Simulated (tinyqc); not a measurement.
UHF in the 3-21g basis, for H3-, spin multiplicity 1, step by step. The basis has no diffuse functions, so it cannot describe the extra electron: this is an exercise in the method, not the real anion. This run ends on a higher stationary point, not on the lowest solution. One step of it, computed by the program tinyqc.

Problem. Iteration 2: building the Fock matrix. J_ij = sum D_kl (ij|kl) with D = D(alpha) + D(beta), K_ij = sum D_kl (ik|jl) for each spin; F = H + J - K(s); E = tr D H + tr D J / 2 - 0.5 sum_s tr D(s) K(s) + E_nn.

D(alpha) after iteration 1, lower triangle:
```
           1H 1s      1H 2s     2H 1s     2H 2s     3H 1s     3H 2s
1H 1s   0.130620
1H 2s   0.399985   2.253905
2H 1s   0.027311  -0.163360  0.064991
2H 2s  -0.151049  -1.277280  0.163966  0.819718
3H 1s   0.037395  -0.105113  0.060532  0.130638  0.057579
3H 2s  -0.091378  -0.902956  0.130456  0.599021  0.106830  0.441257
```

D(beta) after iteration 1, lower triangle:
```
          1H 1s     1H 2s      2H 1s      2H 2s     3H 1s     3H 2s
1H 1s  0.039938
1H 2s  0.030613  0.023871
2H 1s  0.049101  0.033397   0.104544
2H 2s  0.042000  0.005666   0.328076   1.774003
3H 1s  0.052754  0.044472   0.022796  -0.207724  0.109728
3H 2s  0.045735  0.061033  -0.214482  -1.645885  0.318155  1.711243
```

core Hamiltonian H = T + V (hartree), lower triangle:
```
           1H 1s      1H 2s      2H 1s      2H 2s      3H 1s      3H 2s
1H 1s  -1.409403
1H 2s  -1.274441  -1.441228
2H 1s  -0.805747  -0.958317  -1.409049
2H 2s  -0.958421  -1.248567  -1.274241  -1.441080
3H 1s  -0.807214  -0.959158  -0.806373  -0.958780  -1.409667
3H 2s  -0.959081  -1.249083  -0.958599  -1.248787  -1.274591  -1.441339
```

Two-electron integrals (ij|kl) in chemists' order, unique and non-zero (hartree):
```
(11|11) 1.140145   (21|11) 0.611403   (21|21) 0.345152   (22|11) 0.626370
(22|21) 0.380329   (22|22) 0.482957   (31|11) 0.275809   (31|21) 0.157935
(31|22) 0.177297   (31|31) 0.096717   (32|11) 0.287265   (32|21) 0.174942
(32|22) 0.220511   (32|31) 0.114365   (32|32) 0.156641   (33|11) 0.602767
(33|21) 0.376034   (33|22) 0.492563   (33|31) 0.275809   (33|32) 0.404686
(33|33) 1.140145   (41|11) 0.404686   (41|21) 0.229478   (41|22) 0.254768
(41|31) 0.114365   (41|32) 0.129710   (41|33) 0.287265   (41|41) 0.156641
(42|11) 0.462585   (42|21) 0.282963   (42|22) 0.366093   (42|31) 0.148840
(42|32) 0.197190   (42|33) 0.462585   (42|41) 0.197190   (42|42) 0.300045
(43|11) 0.376034   (43|21) 0.233316   (43|22) 0.306746   (43|31) 0.157935
(43|32) 0.229478   (43|33) 0.611403   (43|41) 0.174942   (43|42) 0.282963
(43|43) 0.345152   (44|11) 0.492563   (44|21) 0.306746   (44|22) 0.416137
(44|31) 0.177297   (44|32) 0.254768   (44|33) 0.626370   (44|41) 0.220511
(44|42) 0.366093   (44|43) 0.380329   (44|44) 0.482957   (51|11) 0.276552
(51|21) 0.158346   (51|22) 0.177733   (51|31) 0.081584   (51|32) 0.093014
(51|33) 0.204410   (51|41) 0.109693   (51|42) 0.139997   (51|43) 0.125236
(51|44) 0.157826   (51|51) 0.097174   (52|11) 0.287667   (52|21) 0.175170
(52|22) 0.220753   (52|31) 0.092909   (52|32) 0.118062   (52|33) 0.267957
(52|41) 0.123038   (52|42) 0.180055   (52|43) 0.164991   (52|44) 0.213072
(52|51) 0.114740   (52|52) 0.156894   (53|11) 0.204224   (53|21) 0.125113
(53|22) 0.157647   (53|31) 0.081489   (53|32) 0.109540   (53|33) 0.276126
(53|41) 0.092918   (53|42) 0.139820   (53|43) 0.158110   (53|44) 0.177483
(53|51) 0.081655   (53|52) 0.109613   (53|53) 0.096912   (54|11) 0.267952
(54|21) 0.164978   (54|22) 0.213023   (54|31) 0.092873   (54|32) 0.122960
(54|33) 0.287437   (54|41) 0.118041   (54|42) 0.179978   (54|43) 0.175040
(54|44) 0.220614   (54|51) 0.109724   (54|52) 0.154775   (54|53) 0.114525
(54|54) 0.156749   (55|11) 0.603289   (55|21) 0.376316   (55|22) 0.492780
(55|31) 0.204086   (55|32) 0.267809   (55|33) 0.602990   (55|41) 0.267889
(55|42) 0.410412   (55|43) 0.376155   (55|44) 0.492655   (55|51) 0.276552
(55|52) 0.405027   (55|53) 0.276126   (55|54) 0.404832   (55|55) 1.140145
(61|11) 0.405027   (61|21) 0.229670   (61|22) 0.254976   (61|31) 0.109499
(61|32) 0.122977   (61|33) 0.267897   (61|41) 0.154723   (61|42) 0.193488
(61|43) 0.164960   (61|44) 0.213048   (61|51) 0.114740   (61|52) 0.129964
(61|53) 0.092981   (61|54) 0.123070   (61|55) 0.287667   (61|61) 0.156894
(62|11) 0.462871   (62|21) 0.283134   (62|22) 0.366300   (62|31) 0.139739
(62|32) 0.179964   (62|33) 0.410469   (62|41) 0.193446   (62|42) 0.288707
(62|43) 0.254268   (62|44) 0.339998   (62|51) 0.149260   (62|52) 0.197455
(62|53) 0.139870   (62|54) 0.193507   (62|55) 0.462871   (62|61) 0.197455
(62|62) 0.300337   (63|11) 0.267812   (63|21) 0.164904   (63|22) 0.212966
(63|31) 0.109458   (63|32) 0.154654   (63|33) 0.404832   (63|41) 0.122934
(63|42) 0.193406   (63|43) 0.229560   (63|44) 0.254857   (63|51) 0.093041
(63|52) 0.123035   (63|53) 0.114525   (63|54) 0.129818   (63|55) 0.287437
(63|61) 0.118077   (63|62) 0.180021   (63|63) 0.156749   (64|11) 0.410436
(64|21) 0.254243   (64|22) 0.339946   (64|31) 0.139710   (64|32) 0.193388
(64|33) 0.462707   (64|41) 0.179939   (64|42) 0.288639   (64|43) 0.283036
(64|44) 0.366182   (64|51) 0.140018   (64|52) 0.193531   (64|53) 0.149019
(64|54) 0.197303   (64|55) 0.462707   (64|61) 0.180073   (64|62) 0.288757
(64|63) 0.197303   (64|64) 0.300170   (65|11) 0.376316   (65|21) 0.233467
(65|22) 0.306868   (65|31) 0.125022   (65|32) 0.164894   (65|33) 0.376155
(65|41) 0.164936   (65|42) 0.254224   (65|43) 0.233381   (65|44) 0.306798
(65|51) 0.158346   (65|52) 0.229670   (65|53) 0.158110   (65|54) 0.229560
(65|55) 0.611403   (65|61) 0.175170   (65|62) 0.283134   (65|63) 0.175040
(65|64) 0.283036   (65|65) 0.345152   (66|11) 0.492780   (66|21) 0.306868
(66|22) 0.416256   (66|31) 0.157513   (66|32) 0.212929   (66|33) 0.492655
(66|41) 0.212961   (66|42) 0.339907   (66|43) 0.306798   (66|44) 0.416188
(66|51) 0.177733   (66|52) 0.254976   (66|53) 0.177483   (66|54) 0.254857
(66|55) 0.626370   (66|61) 0.220753   (66|62) 0.366300   (66|63) 0.220614
(66|64) 0.366182   (66|65) 0.380329   (66|66) 0.482957
```

nuclear repulsion = 1.86202269 hartree

Give: Coulomb J; exchange K(alpha); exchange K(beta); F(alpha); F(beta); total energy of this density.

Solution.

Coulomb J (hartree), lower triangle:
```
        1H 1s   1H 2s   2H 1s   2H 2s   3H 1s   3H 2s
1H 1s  2.3688
1H 2s  1.4327  1.8327
2H 1s  0.7565  1.0040  2.4007
2H 2s  0.9961  1.5030  1.4495  1.8466
3H 1s  0.7571  0.9996  0.7598  1.0003  2.3793
3H 2s  0.9969  1.5014  1.0055  1.5059  1.4383  1.8375
```

exchange K(alpha) (hartree), lower triangle:
```
        1H 1s   1H 2s   2H 1s   2H 2s   3H 1s   3H 2s
1H 1s  0.6936
1H 2s  0.5693  0.5669
2H 1s  0.2815  0.3511  0.5020
2H 2s  0.3899  0.4524  0.4557  0.5047
3H 1s  0.2991  0.3565  0.3509  0.3978  0.4665
3H 2s  0.4011  0.4576  0.4036  0.4765  0.4328  0.4893
```

exchange K(beta) (hartree), lower triangle:
```
        1H 1s   1H 2s   2H 1s   2H 2s   3H 1s   3H 2s
1H 1s  0.3908
1H 2s  0.3816  0.4550
2H 1s  0.3237  0.4110  0.6338
2H 2s  0.3604  0.4641  0.5371  0.5527
3H 1s  0.3293  0.4156  0.2768  0.3749  0.6377
3H 2s  0.3624  0.4653  0.3724  0.4549  0.5382  0.5512
```

F(alpha) (hartree), lower triangle:
```
         1H 1s    1H 2s    2H 1s    2H 2s    3H 1s    3H 2s
1H 1s   0.2658
1H 2s  -0.4111  -0.1754
2H 1s  -0.3307  -0.3054   0.4897
2H 2s  -0.3522  -0.1980  -0.2805  -0.0991
3H 1s  -0.3493  -0.3161  -0.3974  -0.3563   0.5032
3H 2s  -0.3633  -0.2053  -0.3567  -0.2194  -0.2691  -0.0931
```

F(beta) (hartree), lower triangle:
```
         1H 1s    1H 2s    2H 1s    2H 2s    3H 1s    3H 2s
1H 1s   0.5685
1H 2s  -0.2234  -0.0636
2H 1s  -0.3730  -0.3653   0.3578
2H 2s  -0.3227  -0.2097  -0.3619  -0.1472
3H 1s  -0.3794  -0.3751  -0.3233  -0.3334   0.3319
3H 2s  -0.3246  -0.2130  -0.3255  -0.1979  -0.3745  -0.1550
```

total energy of this density = -1.269970 hartree
